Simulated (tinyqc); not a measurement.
# A and C from the efficiency peak

Question. ABC model of an LED: J = q da (A n + Ba n^2 + Ca n^3), IQE = Ba n^2/(A n + Ba n^2 + Ca n^3), differential lifetime 1/(A + 2 Ba n + 3 Ca n^2). The peak lies at n = sqrt(A/Ca). Given Ba, find n at the peak, A and Ca.

Parameters, values chosen for the exercise:

| symbol | value | unit | meaning |
|---|---|---|---|
| Ba | 4.1e-11 | cm^3/s | radiative coefficient of the active layer |
| da | 3.1 | nm | thickness of the active layer |

Constants: q = 1.602176634e-19 C. Results are converted to the units shown.

peak IQE = 93.881496 %
J at the peak = 0.053589081 A/cm^2

Answer. IQE J = q da Ba n^2 gives n. At the peak A n = Ca n^3, each being half of the non-radiative rate Ba n^2 (1/IQE - 1).

n at the peak = 1.572e17 cm^-3
A = 2.100e5 1/s
Ca = 8.500e-30 cm^6/s

Program tinyqc, `OMP_NUM_THREADS=1 python tinyqc.py 2300062 2300063 out.jsonl`; Intel Xeon 2.30GHz, shared host, one thread, about 0.01 s.
